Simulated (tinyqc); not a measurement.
Short-channel transistor, virtual-source model with series resistance: two steps of the calculation.

The current per gate width is the charge at the top of the source barrier (the virtual source) times its velocity times a saturation function; al and be are fitting constants of the model. Units: I in uA/um, Rs in ohm um, so I Rs = 1e-6 I Rs in volts; Q in uC/cm^2, so I = 1e-4 Q vx0 Fsat with vx0 in cm/s.

Inputs (values chosen for the exercise): temperature T = 350 K; inversion capacitance Cinv = 3.93 uF/cm^2; velocity at the virtual source vx0 = 5.84e6 cm/s; apparent mobility mu = 630 cm^2/(V s); channel length L = 12 nm; threshold at zero drain voltage VT0 = 0.49 V; drain-induced barrier lowering dl = 0.112 V/V; subthreshold factor n0 = 1.14; growth of n with drain voltage nd = 0.2 1/V; threshold shift (in units of Vt) from weak to strong inversion al = 3.5; sharpness of saturation be = 1.8; series resistance of each contact Rs = 30 ohm um; gate voltage Vgs = 0.7 V; drain voltage Vds = 0.05 V.

Constants: q = 1.602176634e-19 C, kB = 1.380649e-23 J/K, Vt = kB T/q. Results are converted to the units shown.

Task 1. Current through the series resistance. Intrinsic voltages Vg' = Vgs - I Rs, Vd' = Vds - 2 I Rs. n = n0 + nd Vd', VT = VT0 - dl Vd', Ff = 1/(1 + exp((Vg' - VT + al Vt/2)/(al Vt))), Q = Cinv n Vt ln(1 + exp((Vg' - VT + al Vt Ff)/(n Vt))), Vdsat = (vx0 L/mu)(1 - Ff) + Vt Ff, Fsat = u/(1 + u^be)^(1/be) with u = Vd'/Vdsat, and I(out) = Q vx0 Fsat per width. (Fsat takes the sign of u.) Newton step: I(new) = I + (I(out) - I)/(1 - s), s = dI(out)/dI by a central difference with +/- 0.001 uA/um.

I after iteration 1 = 437.43490 uA/um

Find: Vg'; Vd'; VT; Ff; Q; Vdsat; Fsat; I(out); s; I after iteration 2.

Result 1.

Vg' = 0.68688 V
Vd' = 0.023754 V
VT = 0.48734 V
Ff = 0.083921
Q = 0.81932 uC/cm^2
Vdsat = 0.012721 V
Fsat = 0.85528
I(out) = 409.24 uA/um
s = -0.32394
I after iteration 2 = 416.14 uA/um

Task 2. What the series resistance costs. n = n0 + nd Vd', VT = VT0 - dl Vd', Ff = 1/(1 + exp((Vg' - VT + al Vt/2)/(al Vt))), Q = Cinv n Vt ln(1 + exp((Vg' - VT + al Vt Ff)/(n Vt))), Vdsat = (vx0 L/mu)(1 - Ff) + Vt Ff, Fsat = u/(1 + u^be)^(1/be) with u = Vd'/Vdsat, and I = Q vx0 Fsat per width. I0 is the current for Rs = 0. Effective velocity I/Q; transit time L Q/I.

converged I = 415.92127 uA/um
I0 = 490.51100 uA/um

Wanted: loss against I0; effective velocity; transit time.

Result 2.

loss against I0 = 15.21 %
effective velocity = 5.059e6 cm/s
transit time = 0.2372 ps

The carriers leave the virtual source at 86.6 % of vx0: the device is in saturation.

Computed by the program tinyqc: `OMP_NUM_THREADS=1 python tinyqc.py 2380046 2380047 out.jsonl`, one thread of a shared Intel Xeon 2.30GHz, about 0.01 s for the whole run.
